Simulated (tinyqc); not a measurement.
Concentration-dependent dopant diffusion with charged defects and the built-in field: one step, computed by the program tinyqc.

A constant source C_s feeds a half space. The dopant moves through neutral point defects and through charged ones, whose number grows with the majority carrier density n.

Problem. Diffusivity at the surface. n = C/2 + sqrt(C^2/4 + n_i^2); D(C) = h [Dx + D1 (n/n_i)], h = 1 + C/sqrt(C^2 + 4 n_i^2).

Inputs (values chosen for the exercise, modelled on boron in silicon): surface concentration C_s = 7e+19 1/cm^3; temperature T = 1050 C.

Field enhancement: on.

n_i = 9.288284e+18 1/cm^3

partial diffusivities (cm^2/s): Dx 2.718914e-15, D1 4.623172e-14

intrinsic diffusivity D_i = 4.895063e-14 cm^2/s

Give: n/n_i; field factor h; surface diffusivity D_s; enhancement D_s/D_i.

Solution.

n/n_i = 7.6668

field factor h = 1.9665

surface diffusivity D_s = 7.0239e-13 cm^2/s

enhancement D_s/D_i = 14.349

C_s is 7.54 times n_i: diffusion is extrinsic near the surface. At such a C_s dopants can cluster or exceed their solubility, which the model leaves out.
